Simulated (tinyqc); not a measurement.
Dopant redistribution at a moving silicon-oxide interface during parabolic oxidation: one step, computed by the program tinyqc.

Uniformly doped silicon is oxidised with x_ox = sqrt(B t); the interface advances into the silicon by alpha x_ox, alpha = 0.44. The dopant does not move in the oxide, and at the interface C(silicon) = m C(oxide).

Question. Rates. D = D0 exp(-E/(k_B T)), converted with 1 cm^2/s = 3.6e11 um^2/h; B = B0 exp(-E_B/(k_B T)); s = alpha sqrt(B/(4 D)), the interface advance over 2 sqrt(D t). Temperatures in kelvin are T(C) + 273.15.

Inputs (values chosen for the exercise, modelled on boron in silicon under dry oxygen):
```
quantity                         value    unit
dopant prefactor D0              0.985  cm^2/s
dopant activation energy E         3.5      eV
oxidation prefactor B0             744  um^2/h
oxidation activation energy E_B   1.22      eV
temperature T                     1150       C
time t                            0.49       h
```

Constants: k_B = 8.617333262e-05 eV/K.

Give: D; B; s; oxide thickness; diffusion length 2 sqrt(D t).

Answer.

D = 0.14297 um^2/h

B = 0.035580 um^2/h

s = 0.10975

oxide thickness = 0.13204 um

diffusion length 2 sqrt(D t) = 0.52936 um

Diffusion outruns the interface. Caution: in this case the oxide is not much thicker than a typical Deal-Grove length A, so real growth is slower than parabolic. Caution: parabolic growth needs an oxide much thicker than the Deal-Grove length A, which fails for thin films and low temperatures; oxidation-enhanced or retarded diffusion is ignored.
